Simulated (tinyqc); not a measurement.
What sets the screening length: static screening by free carriers.

kF = (3 pi^2 n/Mv)^(1/3), EF = c kF^2/m with c = hbar^2/2m0, n in 1/angstrom^3 (1e-24 per 1/cm^3), e2 = e^2/(4 pi eps0). Thomas-Fermi: qTF^2 = 6 pi e2 n/(eps EF). Debye: qD^2 = 4 pi e2 n/(eps kB T).

F_j(eta) = (1/Gamma(j + 1)) integral_0^infinity x^j dx/(1 + exp(x - eta)), which tends to exp(eta) for eta << 0.

At finite T: qs^2 = qD^2 F_-1/2(eta)/F_1/2(eta), where n = Mv N F_1/2(eta) and N = 2 (m kB T/(4 pi c))^(3/2) with c = hbar^2/2m0, in 1/angstrom^3; times 1e24 for 1/cm^3.

Constants: hbar^2/2m0 = 3.80998211 eV angstrom^2; e^2/(4 pi eps0) = 14.39964547 eV angstrom; kB = 8.617333262e-05 eV/K.

Inputs chosen for the exercise (near those of InAs; not measured data): n = 1.8e+18 1/cm^3 (carrier density); m = 0.026 m0 (mass of one isotropic valley); Mv = 1 (valleys); eps = 15.3 (background dielectric constant); T = 400 K.

All results formed anew.

One parameter was then changed.

Results before and after:

| case | Debye (angstrom) | Thomas-Fermi (angstrom) | finite T (angstrom) |
|---|---|---|---|
| base | 40.24 | 80.62 | 81.68 |
| changed | 44.08 | 88.31 | 89.47 |

Which of these changes was made? (a) n = 3.6e+18 1/cm^3; (b) eps = 18.36; (c) m = 0.0338 m0; (d) T = 460 K; (e) Mv = 2.

Answer: (b) eps = 18.36. Of the candidates, run in turn, only this one gives the changed row.

All candidates:

| case | Debye (angstrom) | Thomas-Fermi (angstrom) | finite T (angstrom) |
|---|---|---|---|
| base | 40.24 | 80.62 | 81.68 |
| n = 3.6e+18 1/cm^3 | 28.45 | 71.82 | 72.16 |
| m = 0.0338 m0 | 40.24 | 70.71 | 72.39 |
| eps = 18.36 | 44.08 | 88.31 | 89.47 |
| T = 460 K | 43.15 | 80.62 | 82.07 |
| Mv = 2 | 40.24 | 63.99 | 66.37 |

Program tinyqc; command `OMP_NUM_THREADS=1 python tinyqc.py 1680515 1680516 out.jsonl`; about 0.01 s on one thread of a shared Intel(R) Xeon(R) Processor @ 2.30GHz.
